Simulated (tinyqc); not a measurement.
Donor binding, ionisation and the Mott limit: ionisation against doping.

Hydrogenic donor: Ry = (m0 q^3/(8 eps0^2 h^2)) me/eps_r^2 in eV, E0 = cc Ry, radius a = q/(8 pi eps0 eps_r E0), Mott density Nm = (0.26/a)^3. Below Nm the level sinks as Ed = E0 [1 - (N/Nm)^(1/3)]. Neutrality: Nc F12(eta) = N/(1 + 2 exp(eta + Ed/kB T)), F12(x) = (2/sqrt(pi)) int_0^infinity sqrt(u)/(1 + exp(u - x)) du.

The neutrality equation is solved with F12 in each row.

Parameters, values chosen for the exercise; band and dielectric values close to those of gallium nitride: temperature T = 300 K; relative permittivity eps_r = 9.63; mass in the hydrogenic formula, set independently of Nc me = 0.198 m0; conduction-band density of states at 300 K Nc = 2.26e18 cm^-3; ratio of the true binding energy to the hydrogenic one cc = 1.

Constants: q = 1.602176634e-19 C, kB = 1.380649e-23 J/K, eps0 = 8.8541878128e-12 F/m, h = 6.62607015e-34 J s, m0 = 9.1093837015e-31 kg, Vt = kB T/q. Results are converted to the units shown.

Ionisation against doping:
```
N (cm^-3)	N/Nm	Ed (meV)	ionised (%)	ionised with Ed = E0 (%)
6e14	5.8199e-4	26.624	99.852	99.837
1.5e15	0.0014550	25.757	99.643	99.595
3.7e15	0.0035890	24.602	99.166	99.012
9.3e15	0.0090209	23.002	98.070	97.586
2.3e16	0.022310	20.871	95.798	94.401
5.8e16	0.056259	17.918	91.361	87.746
1.4e17	0.13580	14.118	84.457	77.012
3.6e17	0.34920	8.5930	74.377	61.557
8.9e17	0.86329	1.3891	63.455	45.812
```

Read the table: what changes, and by how much?

The ionised share falls from 99.9 to 63.5 %, against 99.8 to 45.8 % for a fixed level: a higher density raises EF against the level, which fills more donors, while the sinking Ed works the other way.

Range of the model: A sharp level with degeneracy 2 overstates freeze-out near Nm, where the impurity band broadens and merges with the conduction band.

Numbers from tinyqc (`OMP_NUM_THREADS=1 python tinyqc.py 2330057 2330058 out.jsonl`; about 0.01 s on one thread of a shared Intel Xeon 2.30GHz).
